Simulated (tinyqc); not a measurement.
Schottky diode by thermionic emission with image-force lowering and series resistance: one step of the calculation.

Metal on an n-type semiconductor with one parabolic valley; V > 0 is forward bias (metal positive). I = I0 [exp(Vj/(n Vt)) - 1] with Vj = V - I Rs; I0 = S A* T^2 exp(-(phi - dphi)/Vt), the lowering dphi taken at zero bias.

Problem. Junction voltage. Newton step for g(Vj) = Vj + Rs I0 [exp(Vj/(n Vt)) - 1] - V = 0: Vj(new) = Vj - g/g', g' = 1 + Rs I0 exp(Vj/(n Vt))/(n Vt).

Inputs (values chosen for the exercise); band and dielectric values those of a made-up semiconductor:
- T = 300 K (temperature)
- n = 1.06 (ideality factor)
- Rs = 13 ohm (series resistance)
- V = 1.69 V (applied bias)

Constants: q = 1.602176634e-19 C, kB = 1.380649e-23 J/K, Vt = kB T/q. Results are converted to the units shown.

I0 = 3.8568000e-15 A
Vj after iteration 1 = 1.6625969 V

Find: Vj after iteration 2.

Solution.

Vj after iteration 2 = 1.635 V

Computed by the program tinyqc: `OMP_NUM_THREADS=1 python tinyqc.py 2640008 2640009 out.jsonl`, one thread of a shared Intel Xeon 2.30GHz, about 0.01 s for the whole run.
